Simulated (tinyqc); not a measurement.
Plane-wave Kohn-Sham cycle with exchange-only LDA in a layered model solid, step by step. Computed by tinyqc, a small Python program that keeps every step. Settings: points = 16, plane-wave index or count = 2, electrons = 2, k points = 3, area = 22.0, mixing = 0.8, iteration cap = 71. Command: `OMP_NUM_THREADS=1 python tinyqc.py 20177 20178 out.jsonl` (the two numbers bound the seeds that draw the settings). One thread of a shared host (Intel(R) Xeon(R) Processor @ 2.60GHz), about 0.05 s of CPU time with the checks. Later iterations appear only in the table of the cycle.

## Iteration 1: potential

A solid whose potential varies along x alone (atomic units):
```
parameter                      value
period a                   15.500000
cross-section of the cell  22.000000
electrons per cell                 2
grid points                       16
plane waves -n..n, n               2
k points                           3
V1 in V1 cos(2 pi x/a)     -0.300000
```

density at the start, on the grid x_j = j a/N (e/bohr^3): [0.0058651, 0.0058651, 0.0058651, 0.0058651, 0.0058651, 0.0058651, 0.0058651, 0.0058651, 0.0058651, 0.0058651, 0.0058651, 0.0058651, 0.0058651, 0.0058651, 0.0058651, 0.0058651]

V_H(G) = 4 pi rho(G)/G^2 for G != 0 (uniform background); v_x = -(3 rho/pi)^(1/3); V = V_ext + V_H + v_x; Fourier components f(G_m) = (1/N) sum_j f(x_j) exp(-i G_m x_j).

Potentials on the grid (hartree):
```
x            V_ext      V_H       v_x         V
0.00000   -0.30000  0.00000  -0.17759  -0.47759
0.96875   -0.27716  0.00000  -0.17759  -0.45475
1.93750   -0.21213  0.00000  -0.17759  -0.38972
2.90625   -0.11481  0.00000  -0.17759  -0.29239
3.87500          0  0.00000  -0.17759  -0.17759
4.84375    0.11481  0.00000  -0.17759  -0.06278
5.81250    0.21213  0.00000  -0.17759   0.03454
6.78125    0.27716  0.00000  -0.17759   0.09958
7.75000    0.30000  0.00000  -0.17759   0.12241
8.71875    0.27716  0.00000  -0.17759   0.09958
9.68750    0.21213  0.00000  -0.17759   0.03454
10.65625   0.11481  0.00000  -0.17759  -0.06278
11.62500         0  0.00000  -0.17759  -0.17759
12.59375  -0.11481  0.00000  -0.17759  -0.29239
13.56250  -0.21213  0.00000  -0.17759  -0.38972
14.53125  -0.27716  0.00000  -0.17759  -0.45475
```

V(G_m), m = 0, 1, 2, ... (hartree): [-0.17759, -0.15000, 0.00000, 0.00000, 0.00000]

## Iteration 1: Hamiltonian at one k

k = 0.00000 2 pi / a

H(m,m') = (k + G_m)^2/2 delta + V(G_m - G_m'), with V(-G) = V(G).

H (hartree), order -2, -1, +0, +1, +2:
```
[[0.15106, -0.15000, 0.00000, 0.00000, 0.00000],
 [-0.15000, -0.09543, -0.15000, 0.00000, 0.00000],
 [0.00000, -0.15000, -0.17759, -0.15000, 0.00000],
 [0.00000, 0.00000, -0.15000, -0.09543, -0.15000],
 [0.00000, 0.00000, 0.00000, -0.15000, 0.15106]]
```

## Iteration 1: levels at that k

Diagonalise the Hermitian matrix.

eigenvalues (hartree): [-0.37108, -0.16632, 0.00264, 0.22195, 0.24648]

## Iteration 1: new density

Motion across x is left out: the lowest 1 band(s) hold two electrons at each of the k points (j + 1/2)/nk - 1/2. Residual R = rho(out) - rho(in); rho(new) = rho(in) + 0.8 R. rho(out) = 2/(a A nk) sum |psi|^2 with psi = sum c exp(i G x). Harris energy E = band energy - dV sum rho (V_H/2 + v_x) + (3/4) dV sum rho v_x with rho(in), dV = a A/N, band energy = (2/nk) sum of the filled levels.

rho(out) (e/bohr^3): [0.0216865, 0.0184848, 0.0113038, 0.0047630, 0.0012846, 0.0002023, 0.0000204, 0.0000103, 0.0000167, 0.0000103, 0.0000204, 0.0002023, 0.0012846, 0.0047630, 0.0113038, 0.0184848]

density after iteration 1 (e/bohr^3): [0.0185222, 0.0159608, 0.0102161, 0.0049834, 0.0022007, 0.0013348, 0.0011893, 0.0011813, 0.0011864, 0.0011813, 0.0011893, 0.0013348, 0.0022007, 0.0049834, 0.0102161, 0.0159608]

energy per cell = -0.6525014 hartree

## Iteration 2: potential

As before.

Potentials on the grid (hartree):
```
x            V_ext       V_H       v_x         V
0.00000   -0.30000   0.65914  -0.26055   0.09860
0.96875   -0.27716   0.58714  -0.24794   0.06204
1.93750   -0.21213   0.39930  -0.21367  -0.02651
2.90625   -0.11481   0.15953  -0.16820  -0.12348
3.87500          0  -0.07239  -0.12809  -0.20048
4.84375    0.11481  -0.26300  -0.10843  -0.25662
5.81250    0.21213  -0.40085  -0.10433  -0.29305
6.78125    0.27716  -0.48367  -0.10410  -0.31060
7.75000    0.30000  -0.51127  -0.10425  -0.31551
8.71875    0.27716  -0.48367  -0.10410  -0.31060
9.68750    0.21213  -0.40085  -0.10433  -0.29305
10.65625   0.11481  -0.26300  -0.10843  -0.25662
11.62500         0  -0.07239  -0.12809  -0.20048
12.59375  -0.11481   0.15953  -0.16820  -0.12348
13.56250  -0.21213   0.39930  -0.21367  -0.02651
14.53125  -0.27716   0.58714  -0.24794   0.06204
```

V(G_m), m = 0, 1, 2, ... (hartree): [-0.15714, 0.09884, 0.02313, 0.00477, 0.00133]

## Iteration 2: Hamiltonian at one k

k = 0.00000 2 pi / a

As before.

H (hartree), order -2, -1, +0, +1, +2:
```
[[0.17150, 0.09884, 0.02313, 0.00477, 0.00133],
 [0.09884, -0.07498, 0.09884, 0.02313, 0.00477],
 [0.02313, 0.09884, -0.15714, 0.09884, 0.02313],
 [0.00477, 0.02313, 0.09884, -0.07498, 0.09884],
 [0.00133, 0.00477, 0.02313, 0.09884, 0.17150]]
```

## Iteration 2: levels at that k

As before.

eigenvalues (hartree): [-0.25648, -0.12781, -0.01210, 0.19987, 0.23241]

## Iteration 2: new density

As before.

rho(out) (e/bohr^3): [0.0000217, 0.0000528, 0.0002367, 0.0009242, 0.0027790, 0.0063950, 0.0114277, 0.0160884, 0.0180124, 0.0160884, 0.0114277, 0.0063950, 0.0027790, 0.0009242, 0.0002367, 0.0000528]

density after iteration 2 (e/bohr^3): [0.0037218, 0.0032344, 0.0022326, 0.0017360, 0.0026633, 0.0053830, 0.0093800, 0.0131070, 0.0146472, 0.0131070, 0.0093800, 0.0053830, 0.0026633, 0.0017360, 0.0022326, 0.0032344]

energy per cell = -0.7986938 hartree

## Convergence

Stop when sqrt(dV sum R^2) is below 1e-8, dV = a A/N.

Course of the cycle:
```
iteration  E (hartree)  norm of the residual
1           -0.6525014              1.39e-01
2           -0.7986938              2.10e-01
3           -1.3735322              2.02e-01
4           -0.7026128              1.99e-01
5           -1.3338432              1.99e-01
6           -0.7093377              1.99e-01
7           -1.3360290              1.99e-01
8           -0.7090377              1.99e-01
9           -1.3358640              1.99e-01
10          -0.7090646              1.99e-01
11          -1.3358736              1.99e-01
...                ...                   ...
61          -1.3358729              1.99e-01
62          -0.7090633              1.99e-01
63          -1.3358729              1.99e-01
64          -0.7090633              1.99e-01
65          -1.3358729              1.99e-01
66          -0.7090633              1.99e-01
67          -1.3358729              1.99e-01
68          -0.7090633              1.99e-01
69          -1.3358729              1.99e-01
70          -0.7090633              1.99e-01
71          -1.3358729              1.99e-01
```

Not converged within 71 iterations: the residual has stopped falling: the iteration swings between two states. Reruns (cap 100 unless said): mixing 0.1: not converged; mixing 0.5, Kerker q0 1.0: converged in 69 (E = -0.36180); mixing 0.3, Pulay depth 5: converged in 19 (E = -0.36180); the original settings with a cap of 400: not converged.
